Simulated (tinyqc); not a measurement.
Inside a calculation. Method: CCD on RHF in the sto-3g basis, for BeH+, spin multiplicity 1. One step of it, computed by the program tinyqc.

Task: CCD: starting amplitudes. t_ij^ab = <ij||ab> / (e_i + e_j - e_a - e_b), whose energy is MP2.

orbital energies (hartree): MO1 -5.003132, MO2 -0.678303, MO3 -0.256163, MO4 -0.131003, MO5 -0.131003, MO6 0.176175

Two-electron integrals over orbitals (pq|rs), unique and non-zero (hartree):
```
(11|11) 2.275596    (21|11) -0.168125   (21|21) 0.020922    (22|11) 0.460445
(22|21) 0.000110    (22|22) 0.482807    (31|11) -0.172993   (31|21) 0.017062
(31|22) -0.015325   (31|31) 0.026904    (32|11) 0.061497    (32|21) -0.005588
(32|22) -0.067534   (32|31) 0.002139    (32|32) 0.050586    (33|11) 0.537933
(33|21) -0.011697   (33|22) 0.322609    (33|31) 0.003211    (33|32) 0.033550
(33|33) 0.444354    (41|41) 0.015590    (42|41) 0.013784    (42|42) 0.044266
(43|41) 0.013885    (43|42) 0.033128    (43|43) 0.049971    (44|11) 0.569238
(44|21) -0.005995   (44|22) 0.354613    (44|31) -0.006092   (44|32) 0.031384
(44|33) 0.390421    (44|44) 0.449859    (51|51) 0.015590    (52|51) 0.013784
(52|52) 0.044266    (53|51) 0.013885    (53|52) 0.033128    (53|53) 0.049971
(54|54) 0.024249    (55|11) 0.569238    (55|21) -0.005995   (55|22) 0.354613
(55|31) -0.006092   (55|32) 0.031384    (55|33) 0.390421    (55|44) 0.401360
(55|55) 0.449859    (61|11) 0.091962    (61|21) -0.014867   (61|22) -0.009665
(61|31) -0.003087   (61|32) 0.007618    (61|33) 0.016037    (61|44) 0.002240
(61|55) 0.002240    (61|61) 0.016918    (62|11) -0.132991   (62|21) 0.001806
(62|22) 0.033518    (62|31) 0.007976    (62|32) -0.052049   (62|33) -0.019105
(62|44) -0.065798   (62|55) -0.065798   (62|61) 0.003639    (62|62) 0.120650
(63|11) 0.065324    (63|21) -0.003283   (63|22) -0.056494   (63|31) 0.005205
(63|32) 0.045430    (63|33) 0.055160    (63|44) 0.028748    (63|55) 0.028748
(63|61) 0.007197    (63|62) -0.056111   (63|63) 0.061997    (64|41) -0.008005
(64|42) -0.027424   (64|43) -0.010444   (64|64) 0.023758    (65|51) -0.008005
(65|52) -0.027424   (65|53) -0.010444   (65|65) 0.023758    (66|11) 0.491662
(66|21) -0.001333   (66|22) 0.487053    (66|31) -0.013959   (66|32) -0.070266
(66|33) 0.349829    (66|44) 0.357917    (66|55) 0.357917    (66|61) -0.007350
(66|62) 0.063269    (66|63) -0.060037   (66|66) 0.526543
```

Give: Starting amplitudes; correlation energy.

Result:

Starting amplitudes (spin orbitals 1a, 1b, ...; amplitudes related by a flip of all spins are not repeated):
```
from      to          t
2a 2b  6a 6b    -0.0706
2a 2b  3a 3b    -0.0599
2a 2b  3a 6b     0.0408
2a 2b  4a 4b    -0.0404
2a 2b  5a 5b    -0.0404
1a 1b  3a 3b    -0.0028
1a 2b  4a 4b    -0.0025
1a 2b  5a 5b    -0.0025
1a 1b  6a 6b    -0.0016
1a 1b  4a 4b    -0.0016
1a 1b  5a 5b    -0.0016
1a 2b  3a 6b    -0.0014
1a 2b  3b 6a     0.0014
1a 2b  6a 6b    -0.0006
1a 2b  3a 3b  -4.14e-04
1a 1b  3a 6b   3.11e-04
1a 2a  3a 6a  -6.38e-05
```

correlation energy = -0.019719 hartree
